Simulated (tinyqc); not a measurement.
Free and trapped electrons in a MOS channel with a dense trap tail: two steps of the calculation.

p-type body, charge-sheet picture, full ionisation (an idealisation for deep acceptors), Boltzmann statistics for free electrons. e = Ec - EF at the surface. Acceptor-like traps of density D(E) = D0 + De exp(-E/Ew) at depth E below Ec, from 0 to Eu, hold n_t = integral of D(E)/(1 + exp((e - E)/Vt)). psi = Eg - Vt ln(Nv/Na) - e; N_dep = sqrt(2 eps0 eps_r Na (psi - Vt)/q); n_f = sqrt(N_dep^2 + 2 eps0 eps_r Vt Nc exp(-e/Vt)/q) - N_dep; Vg = Vfb + psi + q (N_dep + n_t + n_f)/Cox, Cox = eps0 eox/tox.

Values chosen for this exercise; band and dielectric values close to those of 4H silicon carbide:
```
symbol,value,unit,meaning
T,300,K,temperature
Eg,3.24,eV,band gap
eps_r,9.6,,relative permittivity
Nc,1.67e19,cm^-3,conduction-band density of states at T
Nv,2.51e19,cm^-3,valence-band density of states at T
eox,3.9,,relative permittivity of the insulator
tox,27,nm,insulator thickness
Na,1.7e17,cm^-3,acceptor density
Vfb,-2.56,V,flat-band voltage without trapped charge
D0,1.4e11,cm^-2 eV^-1,constant background density of acceptor-like traps
De,6.8e12,cm^-2 eV^-1,density of the tail at the conduction edge
Ew,0.14,eV,decay energy of the tail
Eu,0.71,eV,depth below Ec down to which the traps reach
mf,150,cm^2/(V s),mobility of free electrons
e,0.099,eV,Ec - EF at the surface
```

Constants: q = 1.602176634e-19 C, kB = 1.380649e-23 J/K, Vt = kB T/q, eps0 = 8.8541878128e-14 F/cm where lengths are in cm. Results are converted to the units shown.

Task 1. Trapped charge. Trapezoid rule on 13 equal steps from 0 to Eu, f = 1/(1 + exp((e - E)/Vt)).

Give: E; D(E) f; n_t.

Result 1.

```
point	E (eV)	D(E) f (cm^-2 eV^-1)
0	0	1.475e11
1	0.05462	7.223e11
2	0.1092	1.946e12
3	0.1638	2.080e12
4	0.2185	1.553e12
5	0.2731	1.106e12
6	0.3277	7.945e11
7	0.3823	5.831e11
8	0.4369	4.400e11
9	0.4915	3.431e11
10	0.5462	2.775e11
11	0.6008	2.331e11
12	0.6554	2.030e11
13	0.7100	1.827e11
```

n_t = 5.706e11 cm^-2

Task 2. Charges and gate voltage. psi, N_dep, n_f and Vg as defined, with the n_t given; free share n_f/(n_f + n_t); apparent mobility mf n_f/(n_f + n_t); gate voltage spent on traps q n_t/Cox.

n_t = 5.7057110e11 cm^-2

Find: psi; N_dep; n_f; Vg; free share; apparent mobility; gate voltage spent on traps.

Result 2.

psi = 3.012 V
N_dep = 2.321e12 cm^-2
n_f = 2.134e10 cm^-2
Vg = 4.101 V
free share = 3.605 %
apparent mobility = 5.408 cm^2/(V s)
gate voltage spent on traps = 0.7148 V

tinyqc, about 0.02 s, one thread, Intel Xeon 2.30GHz (shared host): `OMP_NUM_THREADS=1 python tinyqc.py 2222187 2222188 out.jsonl`
